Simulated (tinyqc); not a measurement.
Wider gaps screen less: band offset of a heterojunction with an interface dipole (two-band chains, self-consistent charge).

Sites alternate A, C. Left: A at -G1/2, C at +G1/2, hopping -t1; right: A at D - G2/2, C at D + G2/2, hopping -t2; the bonds across the two interfaces of a ring (C left to A right, C right to A left) have -sqrt(t1 t2). D is the offset of the mid-gaps, so Ev(right) - Ev(left) = D - (G2 - G1)/2 and Ec(right) - Ec(left) = D + (G2 - G1)/2. The closing bond has its sign reversed (antiperiodic ring). Half the levels are filled with two electrons each. The charge moved is q = (electrons on the left) less one a site; the mean over the two interfaces, q/2, is taken as the charge that crosses each, and its dipole opposes the offset: D = D0 - u q/2.

From here on the ring has 24 cells a side.

Values chosen for the exercise (gaps near those of SiC and SiO2; the chains and D0 are free models, so the offsets are not those of the real pair; the results hold for these values, not for the real material):
- G1 = 3.26 eV (gap on the left)
- t1 = 2.68 eV (hopping on the left)
- t2 = 2.75 eV (hopping on the right)
- u = 5.9 eV (potential step per electron moved across)

G2 is varied. chi = (q(+0.01) - q(-0.01))/0.02 at D = 0, S = 1/(1 + u chi/2).

Against G2:
```
G2 (eV)  chi (1/eV)       S
0.7         0.27776  0.5496
1.1         0.24778  0.5777
1.5         0.22443  0.6017
2.3         0.18907  0.6420
5.5         0.10991  0.7552
7.0         0.08811  0.7937
9.0         0.06675  0.8355
```

Give the missing row, G2 (eV) = 3.4.

Computed row:
```
G2 (eV)  chi (1/eV)       S
3.4         0.15425  0.6873
```

chi falls from 0.2778 to 0.0667 1/eV, a factor 4.2, and S rises from 0.550 to 0.835: charge crosses through the tails of states that tunnel into the other gap, and these shorten as the gap widens. u is kept fixed, though a wider gap also screens less and would raise it.

tinyqc: `OMP_NUM_THREADS=1 python tinyqc.py 1451440 1451441 out.jsonl`; about 0.3 s, one thread, shared Intel(R) Xeon(R) Processor @ 2.30GHz.
